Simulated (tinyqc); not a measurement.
Three-phonon processes in a diatomic chain: dispersion, energy and momentum conservation, and decay channels of optical phonons: one step, computed by the program tinyqc.

Cell length a, two atoms, one spring constant. x = q a/pi runs from -1 to 1; A and O are the acoustic and optical branches. Matrix elements are not computed: only conservation laws and occupation factors are followed.

Question. Decay of the zone-centre phonon. omega^2 = k (1/m + 1/M) -/+ k sqrt((1/m + 1/M)^2 - 4 sin^2(pi x/2)/(m M)); nu = 15.6333042 THz x sqrt(omega^2) for eV/(angstrom^2 u). O(0) -> A(x) + A(-x) needs nu_A(x) = nu_O(0)/2, which gives sin^2(pi x/2) = (3/16)(m + M)^2/(m M). Full width at half maximum Gamma = Gamma_0 (1 + 2 n), n = 1/(exp(h nu_A/(k_B T)) - 1); lifetime = 1/(2 pi c Gamma).

Inputs (values chosen for the exercise, for a model chain):

| quantity | value | unit |
|---|---|---|
| light mass m | 14 | u |
| heavy mass M | 17.2 | u |
| temperature T | 200 | K |
| zero-temperature width Gamma_0 | 0.36 | 1/cm |

optical top = 26.39436 THz

Constants: h x 1 THz = 4.135667696 meV; k_B = 8.617333262e-05 eV/K; c = 299792458 m/s.

Give: x of the products; their frequency; occupation n; width Gamma; lifetime.

Answer.

x of the products = 0.67256

their frequency = 13.197 THz

occupation n = 0.043991

width Gamma = 0.39167 1/cm

lifetime = 13.554 ps
